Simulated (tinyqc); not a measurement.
Low-temperature mobility of a two-dimensional electron gas with static screening: one step, computed by the program tinyqc.

One subband is filled, the gas is degenerate and scatters at the Fermi circle; one permittivity serves on both sides of the interface. All formulas are in SI units, masses times m_0. Piezoelectric and polar phonons are left out, and n_s is taken as set by a gate, independent of N_i.

Question. Interface roughness. Form factors with u = q/b: screening G(q) = [1 + 9u/8 + 3u^2/8]/(1 + u)^3, remote charge P(q) = exp(-q d)/(1 + u)^3. Dielectric function eps(q) = 1 + q_TF G(q)/q, with q = 2 k_F sin(theta/2). Roughness: <|U|^2> = (e F)^2 S(q), S = pi Delta^2 Lambda^2 exp(-q^2 Lambda^2/4). 1/tau_t = (m/(pi hbar^3)) int_0^pi (1 - cos theta) <|U|^2>/eps(q)^2 dtheta; the quantum rate 1/tau_q drops the factor (1 - cos theta); 200 Gauss-Legendre points in s with theta = pi s^2, s from 0 to 1; mu = e tau_t/m.

Inputs (values chosen for the exercise, modelled on an InAs channel):
```
quantity                                        value    unit
in-plane mass m                                  0.03     m_0
mass across the layer m_z                      0.0309     m_0
permittivity eps                                 14.9       -
roughness height Delta                           0.35      nm
correlation length Lambda                         2.1      nm
remote charge density N_i                     2.9e+10  1/cm^2
distance d of the charges from the interface       11      nm
```

Wave function: Fang-Howard. Roughness spectrum: Gaussian.

k_F = 0.4483993 1/nm

b = 0.4060667 1/nm

q_TF = 0.07609635 1/nm

effective field F = 0.1983177 MV/cm

Constants: m_0 = 9.1093837015e-31 kg; hbar = 1.054571817e-34 J s; e = 1.602176634e-19 C; eps_0 = 8.8541878128e-12 F/m.

Give: tau_t, roughness; tau_q, roughness; roughness mobility; tau_t/tau_q, roughness.

Answer.

tau_t, roughness = 5.001 ps

tau_q, roughness = 4.603 ps

roughness mobility = 2.932e+05 cm^2/(V s)

tau_t/tau_q, roughness = 1.086

k_F Lambda = 0.94: the roughness is short against the Fermi wavelength and scatters through large angles. Caution: E_F exceeds 100 meV in a band of small mass, where non-parabolicity and upper valleys, left out here, matter. Caution: E_F exceeds 1.1 (hbar^2 e^2 F^2/2 m_z)^(1/3), of the order of the first subband spacing (1.75 times that in a triangular well, less with self-consistent band bending), so a second subband may fill.
